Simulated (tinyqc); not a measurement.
# Fully depleted semiconductor-on-insulator film with two gates, non-linear Poisson equation by Newton steps: what changes with what

One dimension across the film, front interface at x = 0, back interface at x = ts. psi is counted from the intrinsic level, n = ni exp(psi/Vt) (source grounded), holes neglected, acceptors ionised. Gates act through Cox = eps0 eox/tox and Cbox = 3.9 eps0/tb with potentials G1 = Vg - (phiM - chi - Vt ln(Nc/ni)) and G2 = Vb - (phiB - chi - Vt ln(Nc/ni)). Classical Boltzmann densities, no interface charge, no depletion in the back plane.

Values chosen for this exercise; band and dielectric values close to those of silicon: temperature T = 300 K; band gap Eg = 1.13 eV; relative permittivity eps_r = 11.6; conduction-band density of states at T Nc = 2.77e19 cm^-3; valence-band density of states at T Nv = 2.6e19 cm^-3; electron affinity chi = 4.05 eV; relative permittivity of the gate insulator (close to silicon dioxide) eox = 3.9; insulator thickness tox = 2 nm; film thickness ts = 6.2 nm; buried-oxide thickness (eps_r 3.9) tb = 73 nm; acceptor density of the film Na = 1e15 cm^-3; work function of the front gate phiM = 4.6 eV; work function of the back plane phiB = 5.1 eV; back-gate voltage Vb = 0 V.

Constants: q = 1.602176634e-19 C, kB = 1.380649e-23 J/K, Vt = kB T/q, eps0 = 8.8541878128e-14 F/cm where lengths are in cm. Results are converted to the units shown.

Each table varies one quantity; the others keep the values above.

## Charge against front-gate voltage

ni = sqrt(Nc Nv) exp(-Eg/(2 Vt)), Eg in volts. The Poisson equation eps0 eps_r d2psi/dx2 = q (n + Na), with -eps0 eps_r dpsi/dx = Cox (G1 - psi) at x = 0 and eps0 eps_r dpsi/dx = Cbox (G2 - psi) at x = ts, is solved on 300 equal intervals with half boxes at both ends; N_inv is the trapezoid sum of n. Swing = ln 10/(d ln N_inv/dVg); the last column is (dN_inv/dVb)/(dN_inv/dVg).

Charge against front-gate voltage:
columns A: Vg (V); B: psi front (V); C: psi back (V); D: N_inv (cm^-2); E: centroid/ts; F: swing (mV/decade); G: q dN_inv/dVg over Cox; H: back/front leverage
```
A          B       C        D      E       F        G       H
0.07  0.0710  0.0555   6.29e4  0.451    61.9  2.17e-7  0.0396
0.22   0.217   0.198   1.67e7  0.438    61.9  5.77e-5  0.0393
0.37   0.363   0.339   4.36e9  0.425    63.0   0.0148  0.0389
0.52   0.481   0.443  3.13e11  0.380     143    0.469  0.0367
0.67   0.535   0.469  1.34e12  0.296     384    0.748  0.0330
0.82   0.565   0.477  2.64e12  0.236     670    0.841  0.0310
0.97   0.585   0.480  4.04e12  0.197     973    0.887  0.0300
1.12   0.599   0.482  5.49e12  0.169  1.29e3    0.912  0.0293
1.27   0.611   0.483  6.98e12  0.149  1.61e3    0.929  0.0289
```

Read the table: what changes, and by how much?

N_inv passes 1e11 cm^-2 at Vg = 0.465 V. The swing starts at 61.9 mV a decade, against (1 + k) Vt ln 10 = 61.1 for a front channel with k = Cs Cbox/(Cox (Cs + Cbox)) = 0.0266, Cs = eps0 eps_r/ts; above threshold this column is no longer a subthreshold swing. The centroid falls from 0.451 to 0.149 of ts and the leverage of the back gate falls from 0.0396 to 0.0289. For Vg = 0.67, 0.82, 0.97, 1.12, 1.27 the density at an interface exceeds 0.3 Nc, where Boltzmann statistics fail. In every row the classical centroid lies within 3 nm of an interface, where confinement, left out, would push it away.

## Threshold and coupling against the film thickness

VT is the Vg for N_inv = 1e11 cm^-2; -dVT/dVb from the linearised equation. Limits with Cs = eps0 eps_r/ts: front channel Cs Cbox/(Cox (Cs + Cbox)), back channel Cbox (Cox + Cs)/(Cox Cs). Swing at N_inv = 1e8 cm^-2.

Results:
```
ts (nm)  VT (V)  centroid/ts at VT  -dVT/dVb  front-channel limit  back-channel limit  swing (mV/decade)
4         0.472              0.437    0.0349               0.0269              0.0458               61.7
5.6       0.467              0.414    0.0372               0.0267              0.0532               61.8
7.7       0.462              0.386    0.0397               0.0265              0.0629               62.0
11        0.458              0.346    0.0427               0.0261              0.0781               62.3
21        0.453              0.254    0.0469               0.0250               0.124               62.8
29        0.451              0.205    0.0477               0.0242               0.161               62.9
40        0.449              0.161    0.0473               0.0231               0.212               63.0
```

Estimate the missing row, ts = 15 nm.

Computed row:
```
ts (nm)  VT (V)  centroid/ts at VT  -dVT/dVb  front-channel limit  back-channel limit  swing (mV/decade)
15        0.455              0.304    0.0451               0.0256              0.0965               62.5
```

With this row back in the table: As ts goes from 4 to 40, VT falls from 0.472 to 0.449 V, the centroid falls from 0.437 to 0.161 of ts and -dVT/dVb goes from 0.0349 through a maximum of 0.0477 (at ts = 29 among the rows listed) to 0.0473. The coupling covers 42.5 % of the way from the front-channel to the back-channel limit in the first row and 12.8 % in the last.

Range of the model: In so thin a film or at such density quantum confinement moves the charge away from the interfaces and raises the threshold.

Program tinyqc, `OMP_NUM_THREADS=1 python tinyqc.py 2190110 2190111 out.jsonl`; Intel Xeon 2.30GHz, shared host, one thread, about 0.5 s.
